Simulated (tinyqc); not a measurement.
Channel mobility from two channel lengths.

Problem. Two power MOSFETs differ only in channel length: R_on = R_rest + Lc (Wp + a)/(2 mch Cox Vov), Cox = 3.9 eps0/tox. Find mch and R_rest.

Parameters, values chosen for the exercise: gate oxide thickness (eps_r 3.9) tox = 95 nm; gate overdrive Vov = 4 V; width of the p body in one cell, channels included Wp = 5 um; gap between neighbouring p bodies a = 3 um.

Constants: eps0 = 8.8541878128e-14 F/cm where lengths are in cm. Results are converted to the units shown.

R_on at Lc = 0.67 and 1.5 um (mohm cm^2): 15.642668  29.074629

Solution. R_on is a straight line in Lc; its slope gives mch and its intercept the rest.

mch = 17.00 cm^2/(V s)
R_rest = 4.800 mohm cm^2

tinyqc, about 0.01 s, one thread, Intel Xeon 2.30GHz (shared host): `OMP_NUM_THREADS=1 python tinyqc.py 2230008 2230009 out.jsonl`
